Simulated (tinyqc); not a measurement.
Worked calculation: coupled-perturbed Hartree-Fock on RHF in the 6-31g basis, for H3-, spin multiplicity 1. The basis has no diffuse functions, so it cannot describe the extra electron: this is an exercise in the method, not the real anion. One step of it, computed by the program tinyqc.

Question. Orthogonalisation. S = U s U^T; symmetric (Loewdin) form X = U s^(-1/2) U^T, so that X^T S X = 1.

overlap S, lower triangle:
```
          1H 1s     1H 2s     2H 1s     2H 2s     3H 1s     3H 2s
1H 1s  1.000000
1H 2s  0.658292  1.000000
2H 1s  0.436635  0.501587  1.000000
2H 2s  0.501587  0.846396  0.658292  1.000000
3H 1s  0.436629  0.501585  0.164215  0.350157  1.000000
3H 2s  0.501585  0.846394  0.350157  0.678788  0.658292  1.000000
```

Give: eigenvalues of S; X.

Answer.

eigenvalues of S: 0.0684  0.1771  0.4426  0.5642  0.9799  3.7678

X, lower triangle:
```
         1H 1s    1H 2s    2H 1s    2H 2s    3H 1s   3H 2s
1H 1s   1.3316
1H 2s  -0.5290   2.6691
2H 1s  -0.1857   0.0274   1.2939
2H 2s   0.0753  -0.9602  -0.4997   1.9861
3H 1s  -0.1857   0.0274   0.0384   0.0247   1.2939
3H 2s   0.0753  -0.9602   0.0247  -0.1450  -0.4997  1.9861
```
